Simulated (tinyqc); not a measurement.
Threshold-voltage variability of a planar MOSFET, analytic estimates: one step of the calculation.

Three independent sources add in quadrature: random dopants in the depleted layer, metal-gate grains of two orientations, and roughness of the two gate edges acting through the roll-off VT = VT(long) - Vr exp(-L/l). These are first-order estimates: no three-dimensional electrostatics, no percolation.

Task. Random dopants. ni = sqrt(Nc Nv) exp(-Eg/(2 Vt)), Eg in volts; Cox = 3.9 eps0/ti; Wd = sqrt(4 eps0 eps_r Vt ln(Na/ni)/(q Na)); dopants: s1 = (q/Cox) sqrt(Na Wd/(3 L W)). The slope A1 = s1 sqrt(L W); mean number of dopants Na L W Wd.

Values chosen for this exercise; material values close to those of silicon: temperature T = 300 K; band gap Eg = 1.11 eV; relative permittivity of the semiconductor eps_r = 11.6; conduction-band density of states at T Nc = 2.78e19 cm^-3; valence-band density of states at T Nv = 2.7e19 cm^-3; channel doping Na = 2.7e18 cm^-3; oxide-equivalent thickness in inversion ti = 2.5 nm; gate length L = 32 nm; gate width W = 120 nm.

Constants: q = 1.602176634e-19 C, kB = 1.380649e-23 J/K, Vt = kB T/q, eps0 = 8.8541878128e-14 F/cm where lengths are in cm. Results are converted to the units shown.

Wanted: Cox; Wd; mean number of dopants; A1; s1.

Result.

Cox = 1.381 uF/cm^2
Wd = 21.68 nm
mean number of dopants = 224.8
A1 = 1.620 mV um
s1 = 26.15 mV

Counting alone, 1/sqrt(N) of the depletion voltage q Na Wd/Cox = 679 mV, would give sqrt(3) times more: dopants deep in the layer act less on the surface.

Program tinyqc, `OMP_NUM_THREADS=1 python tinyqc.py 2090031 2090032 out.jsonl`; Intel Xeon 2.30GHz, shared host, one thread, about 0.01 s.
